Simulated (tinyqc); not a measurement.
Capacitance measurement on a leaky thin oxide: effects of series resistance and leakage: one step of the calculation.

The device is a capacitance C in parallel with a leakage conductance G, in series with Rs and Ls. An impedance meter reports either a parallel pair (Cp, Gp) from Y = 1/Z = Gp + i w Cp or a series pair (Cs, Rm) from Z = Rm + 1/(i w Cs); w = 2 pi f, dissipation D = Gp/(w |Cp|).

Question. True capacitance and conductance. EOT = 3.9 tox/eox; CET = EOT + zc + zp; C = 3.9 eps0 A/CET; G = Jg A/Vs.

Parameters, values chosen for the exercise; values of the order met in thin-oxide MOS capacitors: relative permittivity of the gate insulator (close to zirconium oxide) eox = 24.6; insulator thickness tox = 2.9 nm; gate area A = 100 um^2; oxide-equivalent thickness added by the accumulation layer zc = 0.36 nm; oxide-equivalent thickness added by gate depletion zp = 0 nm; gate leakage current density, not matched to the thickness Jg = 0.0025 A/cm^2; voltage for an e-fold rise of the leakage Vs = 0.37 V.

Constants: eps0 = 8.8541878128e-14 F/cm where lengths are in cm. Results are converted to the units shown.

Find: EOT; CET; C; G.

Answer.

EOT = 0.4598 nm
CET = 0.8198 nm
C = 4.212 pF
G = 0.006757 uS

Program tinyqc, `OMP_NUM_THREADS=1 python tinyqc.py 2022191 2022192 out.jsonl`; Intel Xeon 2.30GHz, shared host, one thread, about 0.01 s.
